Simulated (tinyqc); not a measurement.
Worked calculation: six-band Luttinger-Kohn model with strain. Values are carried at full precision from step to step, so a last printed digit may differ when a step is redone from the rounded ones.

Constants: hbar^2/2m0 = 3.80998211 eV angstrom^2.

Inputs chosen for the exercise (near those of Si; not measured data): C11 = 163.6 GPa; C12 = 62.1 GPa; C44 = 78.7 GPa; load = uniaxial [100] (kind of stress); X = -2.13 GPa (stress); Dso = 0.045 eV (spin-orbit splitting); g1 = 4.32 (Luttinger gamma1); g2 = 0.34 (gamma2); g3 = 1.44 (gamma3); av = 2.43 eV (valence hydrostatic potential); b = -2.04 eV (tetragonal shear potential); d = -4.73 eV (trigonal shear potential); k = (0.029, 0.056, 0) 1/angstrom (wave vector); kmax = 0.08 1/angstrom (end of the path).

## Strain from a uniaxial [100] stress

s11 = (C11 + C12)/((C11 - C12)(C11 + 2 C12)), s12 = -C12/((C11 - C12)(C11 + 2 C12)), s44 = 1/C44; exx = s11 sxx + s12 (syy + szz) and cyclic, exy = s44 sxy/2; tension is positive. A uniaxial stress X along the unit vector n is s_ij = X n_i n_j.

s11, s12, s44 (1/TPa): 7.7264  -2.1259  12.7065

strain tensor:
```
           x         y         z
x  -0.016457  0.000000  0.000000
y   0.000000  0.004528  0.000000
z   0.000000  0.000000  0.004528
```

The volume changes by -0.740 %; there is no shear in the cubic axes, so d does not enter.

## The terms P, Q, R, S at one k

P = c g1 k^2 - av tr(e); Q = c g2 (kx^2 + ky^2 - 2 kz^2) - (b/2)(exx + eyy - 2 ezz); R = c sqrt3 [-g2 (kx^2 - ky^2) + 2i g3 kx ky] + (sqrt3/2) b (exx - eyy) - i d exy; S = 2 c sqrt3 g3 (kx - i ky) kz - d (exz - i eyz); c = hbar^2/2m0, e the strain tensor (not engineering shear).

Form the four terms.

Terms (eV):

| term | from k | from strain |
|---|---|---|
| P | 0.06546 | 0.01798 |
| Q | 0.00515 | -0.02140 |
| R | 0.00515+0.03086i | 0.03707 |
| S | 0.00000 | 0.00000 |

## The Hamiltonian

Six-band Luttinger-Kohn model in the basis |3/2,3/2>, |3/2,1/2>, |3/2,-1/2>, |3/2,-3/2>, |1/2,1/2>, |1/2,-1/2>, electron energies, zero at the top of the unstrained valence band. H = -[rows: (P+Q, -S, R, 0, -S/r2, r2 R); (-S*, P-Q, 0, R, -r2 Q, r32 S); (R*, 0, P-Q, S, r32 S*, r2 Q); (0, R*, S*, P+Q, -r2 R*, -S*/r2); (-S*/r2, -r2 Q, r32 S, -r2 R, P+Dso, 0); (r2 R*, r32 S*, r2 Q, -S/r2, 0, P+Dso)], r2 = sqrt(2), r32 = sqrt(3/2). Levels are twofold.

Each term is the sum of its two parts.

H(k) (eV), lower triangle (Hermitian):
```
                  3/2,3/2          3/2,1/2  3/2,-1/2        3/2,-3/2  1/2,1/2  1/2,-1/2
3/2,3/2           -0.0672
3/2,1/2                 0          -0.0997
3/2,-1/2  -0.0422+0.0309i                0   -0.0997
3/2,-3/2                0  -0.0422+0.0309i         0         -0.0672
1/2,1/2                 0          -0.0230         0  0.0597+0.0436i  -0.1284
1/2,-1/2  -0.0597+0.0436i                0    0.0230               0        0   -0.1284
```

## Levels and their make-up

Diagonalise H. The weights add +m and -m and are averaged over each pair; m is taken along z.

levels from the top, each twofold (eV): 0.0110  -0.1268  -0.1795

weights:
```
               top  second  third
|3/2,+-3/2>  0.568   0.079  0.353
|3/2,+-1/2>  0.207   0.767  0.026
|1/2,+-1/2>  0.225   0.154  0.620
```

The top pair is 57 % |3/2,+-3/2>, the second pair is 77 % |3/2,+-1/2> and the third pair is 62 % |1/2,+-1/2>.

## Band edges at k = 0
Diagonalise H at k = 0. The weights add +m and -m (m along z) and are averaged over each pair.

edges from the top (eV): 0.0557  -0.0608  -0.0939

weights at k = 0:
```
               top  second  third
|3/2,+-3/2>  0.595   0.250  0.155
|3/2,+-1/2>  0.198   0.750  0.052
|1/2,+-1/2>  0.206   0.000  0.794
```

The stress splits the top two pairs by 116.5 meV, 4.51 times kT at 300 K (25.85 meV); the third lies 149.6 meV below the top, against Dso = 45 meV without stress.

## Hole masses at the edges

Curvature at k = 0: m/m0 = -2 c h^2/(E(h u) + E(-h u) - 2 E(0)) with h = 0.0002 1/angstrom along the unit vector u.

Hole masses (m0):

| direction | top | second | third |
|---|---|---|---|
| [110] | 0.215 | 0.241 | 0.240 |
| [1-10] | 0.215 | 0.241 | 0.240 |
| [100] | 0.177 | 0.275 | 0.272 |
| [001] | 0.273 | 0.215 | 0.216 |

Of the directions listed, the top pair is lightest along [100] (0.177) and heaviest along [001] (0.273). These masses hold only for hole energies well below the splitting of 117 meV.

## Bands along [110] and [001]

Six points from 0 to kmax in each direction.

Levels (eV):

| direction | \|k\| (1/angstrom) | top | second | third | top, no stress | second, no stress |
|---|---|---|---|---|---|---|
| [110] | 0.000 | 0.0557 | -0.0608 | -0.0939 | 0.0000 | 0.0000 |
| [110] | 0.016 | 0.0513 | -0.0649 | -0.0980 | -0.0017 | -0.0065 |
| [110] | 0.032 | 0.0397 | -0.0778 | -0.1114 | -0.0059 | -0.0235 |
| [110] | 0.048 | 0.0250 | -0.0998 | -0.1378 | -0.0108 | -0.0456 |
| [110] | 0.064 | 0.0113 | -0.1287 | -0.1838 | -0.0154 | -0.0719 |
| [110] | 0.080 | 0.0003 | -0.1629 | -0.2524 | -0.0199 | -0.1042 |
| [001] | 0.000 | 0.0557 | -0.0608 | -0.0939 | 0.0000 | 0.0000 |
| [001] | 0.016 | 0.0521 | -0.0653 | -0.0984 | -0.0036 | -0.0049 |
| [001] | 0.032 | 0.0414 | -0.0785 | -0.1124 | -0.0142 | -0.0192 |
| [001] | 0.048 | 0.0236 | -0.0995 | -0.1368 | -0.0320 | -0.0421 |
| [001] | 0.064 | -0.0014 | -0.1272 | -0.1727 | -0.0568 | -0.0724 |
| [001] | 0.080 | -0.0334 | -0.1612 | -0.2203 | -0.0888 | -0.1087 |

## Checks

- Levels against the same model in the basis X, Y, Z times spin: they agree to 1e-10 or better.

tinyqc: `OMP_NUM_THREADS=1 python tinyqc.py 1050089 1050090 out.jsonl`; about 0.07 s, one thread, shared Intel(R) Xeon(R) Processor @ 2.30GHz.
